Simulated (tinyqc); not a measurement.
Changing the doping N: current of a Schottky diode by thermionic-emission-diffusion theory, and its read-back from I-V-T and C-V data. Computed by tinyqc, a small Python program. Command: `OMP_NUM_THREADS=1 python tinyqc.py 3020029 3020030 out.jsonl schottky sweep`. One thread of a shared host (Intel(R) Xeon(R) Processor @ 2.30GHz), about 0.01 s of CPU time with the checks.

Full ionisation, no tunnelling, no recombination current. V is the voltage across the junction itself, forward positive.

Inputs (values chosen for the exercise, modelled on n-type amorphous oxide): Richardson constant A* = 40.4 A/(cm^2 K^2); effective density of states at 300 K, N_c = 5e+18 1/cm^3; permittivity eps = 10; mobility mu = 7.6 cm^2/(V s); barrier without image force phi_0 = 0.826 eV; series resistance R_s = 2.6 milliohm cm^2; junction voltage V = 0.42 V; temperature T = 300 K.

Barrier: uniform.

Constants: k_B = 8.617333262e-05 eV/K; e = 1.602176634e-19 C; eps_0 = 8.8541878128e-12 F/m.

Method:
- N_c(T) = N_c (T/300 K)^(3/2); V_bi = phi_0 - (k_B T/e) ln(N_c(T)/N); surface field F = sqrt(2 e N (V_bi - V - k_B T/e)/(eps eps_0)); image lowering d_phi = sqrt(e F/(4 pi eps eps_0)); effective barrier phi = phi_0 - d_phi.
- Collection velocity v_R = A* T^2/(e N_c(T)); diffusion velocity v_D = mu F; J = e N_c(T) v_R/(1 + v_R/v_D) exp(-phi/k_B T) [exp(e V/k_B T) - 1].
- Terminal voltage V + J R_s.
- Ideality n = (e/k_B T)/(d ln J/dV) by a central difference of +/- 1 mV; J_0 = J exp(-e V/(n k_B T)); apparent barrier phi_IV = k_B T ln(A* T^2/J_0); a C-V plot gives phi_CV = phi_0, the mean without lowering.

One run for each value:
```
doping N (1/cm^3)  ideality factor n  image lowering (meV)  current density J (A/cm^2)  v_D (cm/s)
3.20e+15                      1.0936                14.616                      0.0235  1.1274e+05
1.00e+16                      1.0860                20.145                      0.0540  2.1420e+05
3.20e+16                      1.0815                27.823                      0.1332  4.0857e+05
1.00e+17                      1.0796                38.039                      0.3448  7.6370e+05
3.20e+17                      1.0799                52.195                      0.9959  1.4379e+06
1.00e+18                      1.0828                70.995                      3.1654  2.6602e+06
```

Over the rows, ideality factor n goes from 1.09 through a minimum among these rows, 1.08 at 1.00e17, to 1.08; image lowering (meV) rises from 14.6 to 71.0 (exponent d ln y / d ln x about 0.28 throughout); current density J (A/cm^2) rises from 0.0235 to 3.17 (exponent d ln y / d ln x 0.73 between the first rows and 1.0 between the last). The exponent of image lowering stays between 0.27 and 0.28, near 0.25: F grows as N^(1/2) and the lowering as F^(1/2). Tunnelling, left out, adds to n at the high end. Left out: 1.00e14, 3.20e14, 1.00e15 (the bias is too near flat band).

Extremes, crossings and ranges named in words are read from the listed rows.
